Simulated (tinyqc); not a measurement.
Inside a calculation. Method: RHF in the sto-6g basis, for BeH2, spin multiplicity 1. One step of it, computed by the program tinyqc.

Question. Iteration 2: DIIS coefficients. Solve [B -1; -1 0][c; lambda] = [0; -1] for the coefficients, which sum to one.

B (overlaps of the stored error matrices):
```
[[4.3835495e+01, 1.0916353e+01],
 [1.0916353e+01, 2.8595007e+00]]
```

Give: DIIS coefficients.

Answer.

DIIS coefficients: [-0.3241, 1.3241]
